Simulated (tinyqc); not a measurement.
# Gate work function from the charge

Question. For an undoped double gate, Q = 8 eps0 eps_r Vt beta tan(beta)/ts with 0 < beta < pi/2, and at the source (Vg - dphi)/(2 Vt) - ln[(2/ts) sqrt(2 eps0 eps_r Vt/(q ni))] = ln(beta) - ln(cos beta) + 2 r beta tan(beta), r = eps_r tox/(eox ts). Find beta and dphi.

Parameters, values chosen for the exercise; material values close to those of silicon:

| symbol | value | unit | meaning |
|---|---|---|---|
| T | 350 | K | temperature |
| eps_r | 11.8 |  | relative permittivity of the semiconductor |
| eox | 25.7 |  | relative permittivity of the gate insulator |
| tox | 9.1 | nm | insulator thickness |
| ts | 12 | nm | body thickness |
| Vg | 0.57 | V | gate voltage |

Constants: q = 1.602176634e-19 C, kB = 1.380649e-23 J/K, Vt = kB T/q, eps0 = 8.8541878128e-14 F/cm where lengths are in cm. Results are converted to the units shown.

Qs = 302.69431 nC/cm^2
ni = 4.1256571e11 cm^-3

Answer. beta tan(beta) rises from 0 without bound on the interval, so the charge fixes beta; the second relation is then explicit in dphi.

beta = 0.9756
dphi = 0.03000 V

Program tinyqc, `OMP_NUM_THREADS=1 python tinyqc.py 2440086 2440087 out.jsonl`; Intel Xeon 2.30GHz, shared host, one thread, about 0.01 s.
